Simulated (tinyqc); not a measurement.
AlGaN/GaN HEMT with access regions, lumped model: two steps of the calculation.

A polarisation-induced electron sheet under a Schottky gate, in series with two ungated access regions and contacts. Drift law v = mu E/(1 + mu E/vs) under the gate. Currents in mA/mm, resistances in ohm mm. No self-heating, no channel-length modulation; fits for polarisation, barrier and offset are chosen for the exercise.

Parameters, values chosen for the exercise; values close to those of AlGaN/GaN structures: aluminium share of the barrier x = 0.29; barrier thickness d = 15 nm; relative permittivity of barrier and channel eps_r = 9.1; channel mobility mu = 1200 cm^2/(V s); saturation velocity vs = 1.5e7 cm/s; gate length Lg = 0.15 um; source access length Ls = 1 um; drain access length Ld = 8 um; resistance of each contact Rc = 0.57 ohm mm; share of the drain-access electrons removed by traps ft = 0.5; gate voltage Vg = 0 V; critical field Ec = 3 MV/cm; depth over which the depleted charge spreads te = 0.48 um; insulator under the field plate tf = 300 nm; relative permittivity of that insulator ei = 3.9.

Constants: q = 1.602176634e-19 C, eps0 = 8.8541878128e-14 F/cm where lengths are in cm. Results are converted to the units shown.

Problem 1. Polarisation charge, threshold and sheet resistance. sigma = (5e13 x + 1.6e13 x^2) cm^-2, phiB = 0.84 + 1.3 x, dEc = 0.7 (1.71 x + x^2) in volts, Cb = eps0 eps_r/d, VT = phiB - dEc - q sigma/Cb, access density n0 = -Cb VT/q. Rsh = 1/(q mu n0); largest access current q n0 vs.

Give: sigma; Cb; VT; n0; Rsh; q n0 vs.

Solution 1.

sigma = 1.585e13 cm^-2
Cb = 0.5372 uF/cm^2
VT = -3.915 V
n0 = 1.313e13 cm^-2
Rsh = 396.2 ohm
q n0 vs = 3155 mA/mm

Problem 2. On-resistance and breakdown. Ron = 2 Rc + Ls/(q mu n0) + Ld/(q mu (1 - ft) n0) + Lg/(mu Cb (Vg - VT)). Off state: a depleted stretch that holds the voltage V has the peak field sqrt(k V), k = 2 q n0/(eps0 eps_r te), so one edge holds V1 = Ec^2/k. The sheet under the plate pinches off at Vf = q n0 (1/Cb + tf/(eps0 ei)); beyond it the gate edge is screened. BV = V1 if Vf >= V1, else Vf + V1, and at most Ec Ld. Specific resistance Ron (Ls + Lg + Ld); figure of merit BV^2 over it.

Give: Ron; Vf; V1; BV; specific resistance; figure of merit.

Solution 2.

Ron = 7.9355 ohm mm
Vf = 186.63 V
V1 = 82.753 V
BV = 82.753 V
specific resistance = 0.72610 mohm cm^2
figure of merit = 9.4312 MW/cm^2

The plate pinches off too late to screen the gate edge, so it adds nothing.

Program tinyqc, `OMP_NUM_THREADS=1 python tinyqc.py 2570121 2570122 out.jsonl`; Intel Xeon 2.30GHz, shared host, one thread, about 0.02 s.
